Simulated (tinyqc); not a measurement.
# Changing the binding energy E_b (positive for attraction)

Model: five-frequency model of solute diffusion by vacancies in an fcc metal. Computed by tinyqc, a small Python program. Command: `OMP_NUM_THREADS=1 python tinyqc.py 3005559 3005560 out.jsonl fivefreq sweep`. One thread of a shared host (Intel(R) Xeon(R) Processor @ 2.30GHz), about 0.01 s of CPU time with the checks.

A vacancy next to the solute exchanges with it (w2), jumps to one of 4 sites that also neighbour the solute (w1) or to one of 7 that do not (w3); w4 is the reverse of w3 and w0 the host jump.

Inputs (values chosen for the exercise, for a model solute in a host close to silver):
```
quantity                                 value      unit
barrier E0 (host jump)                   0.654        eV
barrier E1 (vacancy circles the solute)  0.747        eV
barrier E2 (exchange)                    0.457        eV
barrier E3 (dissociation)                0.622        eV
vacancy formation energy E_f              1.13        eV
formation entropy S_f                      1.7       k_B
attempt frequency nu                       8.1       THz
lattice constant a                        4.09  angstrom
temperature T                              723         K
```

Constants: k_B = 8.617333262e-05 eV/K.

Method:
- w_i = nu exp(-E_i/(k_B T)); detailed balance gives E4 = E3 - E_b.
- Manning: with y = w4/w0, 7F = 7 - (10 y^4 + 180.5 y^3 + 927 y^2 + 1341 y)/(2 y^4 + 40.2 y^3 + 254 y^2 + 597 y + 436); f2 = (2 w1 + 7F w3)/(2 w2 + 2 w1 + 7F w3).
- The mean cosine between successive solute jumps follows from f2 = (1 + c)/(1 - c).
- c_v = exp(S_f - E_f/(k_B T)); host D0 = a^2 c_v w0 x 0.7815; solute D2 = a^2 c_v exp(E_b/(k_B T)) w2 f2; 1 angstrom^2 = 1e-16 cm^2.

One run for each value:
```
binding energy E_b (positive for attraction) (eV)  ratio D2/D0     7F  correlation factor f2  y = w4/w0
-0.150                                               5.307e-01  6.580                 0.1951  1.505e-01
-0.081                                               1.481e+00  5.927                 0.1798  4.554e-01
-0.012                                               3.777e+00  4.778                 0.1515  1.379e+00
0.056                                                8.804e+00  3.533                 0.1186  4.106e+00
0.130                                                2.262e+01  2.625                 0.0929  1.347e+01
0.190                                                5.252e+01  2.267                 0.0823  3.528e+01
0.260                                                1.512e+02  2.092                 0.0771  1.085e+02
0.330                                                4.540e+02  2.030                 0.0752  3.337e+02
0.400                                                1.385e+03  2.010                 0.0746  1.026e+03
```

Describe and explain the trends.

Over the rows, ratio D2/D0 rises from 0.531 to 1380; 7F falls from 6.58 to 2.01; correlation factor f2 falls from 0.195 to 0.0746. At fixed E3 stronger binding raises w4, so an escaped vacancy returns more often: 7F falls from 7 towards 2.
